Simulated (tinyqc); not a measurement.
Rectangular fin or nanosheet with a gate all round, subbands and threshold shift from confinement: one step of the calculation.

Undoped body with a flat potential across it, hard walls, transport along x. Three valley pairs (g = 2 each) with the longitudinal mass along x, y or z. Non-parabolicity enters the subband edges through E (1 + al E) = gamma, so E = 2 gamma/(1 + sqrt(1 + 4 al gamma)); motion within a subband is taken as parabolic with the band-edge mass. Energies are counted from the bulk band edge.

Task. Lowest subbands. gamma = C pi^2 [a^2/(my (t + dl)^2) + b^2/(mz (H + dl)^2)], C = hbar^2/(2 m0). List the 5 lowest, labelled by valley axis and quantum numbers, with degeneracy g and N_k: N_k = g sqrt(2 mx m0 kB T/(pi hbar^2)).

Parameters, values chosen for the exercise; masses close to those of silicon: temperature T = 300 K; longitudinal mass ml = 0.925 m0; transverse mass mt = 0.189 m0; non-parabolicity al = 0 1/eV; width (along y) t = 8.7 nm; widening of the box by penetration into the insulator dl = 0 nm; height (along z) H = 34.8 nm.

Constants: q = 1.602176634e-19 C, kB = 1.380649e-23 J/K, hbar = 1.054571817e-34 J s, m0 = 9.1093837015e-31 kg, hbar^2/(2 m0) = 0.0380998212 eV nm^2. Results are converted to the units shown.

Give: E_k; g; N_k.

Result.

```
subband,E_k (eV),g,N_k (cm^-1)
"y1,1",0.0070137,2,4.0408e6
"y1,2",0.011942,2,4.0408e6
"y1,3",0.020157,2,4.0408e6
"y2,1",0.023126,2,4.0408e6
"z1,1",0.026622,2,4.0408e6
```

tinyqc, about 0.2 s, one thread, Intel Xeon 2.30GHz (shared host): `OMP_NUM_THREADS=1 python tinyqc.py 2350003 2350004 out.jsonl`
